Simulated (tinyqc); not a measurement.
Critical temperature from a phonon spectrum: McMillan, Allen-Dynes and the linearised Eliashberg equation: one step, computed by the program tinyqc.

alpha^2 F(omega) = sum_i (lambda_i omega_i/2) delta(omega - omega_i), so that lambda = 2 int alpha^2 F/omega d omega = sum_i lambda_i.

Problem. Isotope exponent. T_c ~ M^(-a). All omega_i scale as M^(-1/2) at fixed lambda, but mu* = mu/(1 + mu ln(E_F/omega)) changes: d mu*/d ln omega = mu*^2. In the McMillan form a = (1/2) [1 - 1.04 (1 + lambda)(1 + 0.62 lambda) mu*^2/(lambda - mu* (1 + 0.62 lambda))^2].

Inputs (values chosen for the exercise, for a model metal): Coulomb pseudopotential mu* = 0.13.

Peaks in alpha^2 F: one.

lambda = 1.83

Give: isotope exponent a.

Solution.

isotope exponent a = 0.4780

The exponent is close to the BCS value 1/2.
